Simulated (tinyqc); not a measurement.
From one set of inputs to another, one input at a time: oxide trap near a transistor channel: two-state multiphonon kinetics, telegraph noise and bias instability. Computed by tinyqc, a small Python program. Command: `OMP_NUM_THREADS=1 python tinyqc.py 3029807 3029808 out.jsonl oxidetrap ladder`. One thread of a shared host (Intel(R) Xeon(R) Processor @ 2.30GHz), about 0.01 s of CPU time with the checks.

An n-channel device under positive gate bias. The trap is empty (state 1) or holds an electron (state 2); both states are parabolas of equal curvature, and the electron reservoir is taken at the Fermi level of the channel.

The inputs printed are set A. Inputs not listed in the table keep their values of set A, so the rows need not describe a real material.

Inputs (values chosen for the exercise, with an insulator like SiO2 on silicon): insulator constant eps_ox = 3.87; insulator thickness t_ox = 4 nm; trap depth x from the interface = 0.92 nm; tunnel barrier phi_b = 3.01 eV; tunnelling mass m_ox = 0.38 m_0; trap level above E_F at zero field E_t = 0.34 eV; relaxation energy E_R = 1.2 eV; oxide field F = 2.2 MV/cm; attempt rate k_0 at the interface = 3e+11 1/s; temperature T = 450 K; channel width W = 50 nm; channel length L = 24 nm; frequency f = 20 Hz; stress time t_s = 8000 s.

Parts treated: one trap.

Constants: hbar^2/(2 m_0) = 3.80998212 eV angstrom^2; k_B = 8.617333262e-05 eV/K; e = 1.602176634e-19 C; eps_0 = 8.8541878128e-12 F/m.

Method:
- kappa = sqrt(2 m_ox phi_b)/hbar = sqrt(m_ox phi_b/(hbar^2/2m_0)); attenuation length lambda = 1/(2 kappa); factor exp(-x/lambda) for a rectangular barrier.
- E_21 = E_t - e F x is the energy of state 2 over state 1; barriers E_c = (E_R + E_21)^2/(4 E_R), E_e = E_c - E_21; tau_c = exp(E_c/k_B T)/(k_0 P), tau_e = exp(E_e/k_B T)/(k_0 P), P the tunnelling factor; occupation f_2 = tau_e/(tau_c + tau_e); 1/tau_0 = 1/tau_c + 1/tau_e.
- Charge-sheet step dV = e (t_ox - x)/(eps_ox eps_0 W L); Lorentzian spectrum S(f) = 4 dV^2 tau_0^2/((tau_c + tau_e)(1 + (2 pi f tau_0)^2)); corner 1/(2 pi tau_0); variance dV^2 f_2 (1 - f_2) = dV^2 tau_0/(tau_c + tau_e).
- From the zero-field occupation f(0), f(t) = f_2 + (f(0) - f_2) exp(-t/tau_0) under the field; after t_s the field is removed and f relaxes with the zero-field constants.

Each row keeps all changes above it:
```
input moved                                  from    to  capture time tau_c (s)  corner frequency (Hz)  half-time of recovery (s)
set A                                           -     -              1.1908e-03             4.7792e+03                 2.9356e-06
trap depth x from the interface (nm)         0.92  0.74              2.9514e-04             5.2580e+04                 4.0837e-07
tunnelling mass m_ox (m_0)                   0.38  0.21              3.6840e-05             4.2124e+05                 5.0973e-08
relaxation energy E_R (eV)                    1.2   2.8              1.0098e+00             1.5367e+01                 1.0790e-03
tunnel barrier phi_b (eV)                    3.01  1.57              1.8924e-01             8.2006e+01                 2.0219e-04
temperature T (K)                             450   400              2.4262e+00             1.1273e+01                 1.1541e-03
trap level above E_F at zero field E_t (eV)  0.34  0.24              5.3251e-01             3.1054e+00                 4.2322e-03
oxide field F (MV/cm)                         2.2   1.2              1.6275e+00             7.9562e+00                 4.2322e-03
```

Where does the difference come from?

Capture time tau_c goes from 0.00119 to 1.63, a factor 1370 in all. The largest single move comes from relaxation energy E_R (a factor 27400), and tunnelling mass m_ox works against it (a factor 0.125). Corner frequency goes from 4780 to 7.96, a factor 0.00166 in all. The largest single move comes from relaxation energy E_R (a factor 3.65e-5), and trap depth x from the interface works against it (a factor 11.0). Half-time of recovery goes from 2.94e-6 to 0.00423, a factor 1440 in all. The largest single move comes from relaxation energy E_R (a factor 21200), and tunnelling mass m_ox works against it (a factor 0.125). The single moves hold for this order of the switches; the total does not depend on the order.

Extremes, crossings and ranges named in words are read from the listed rows.
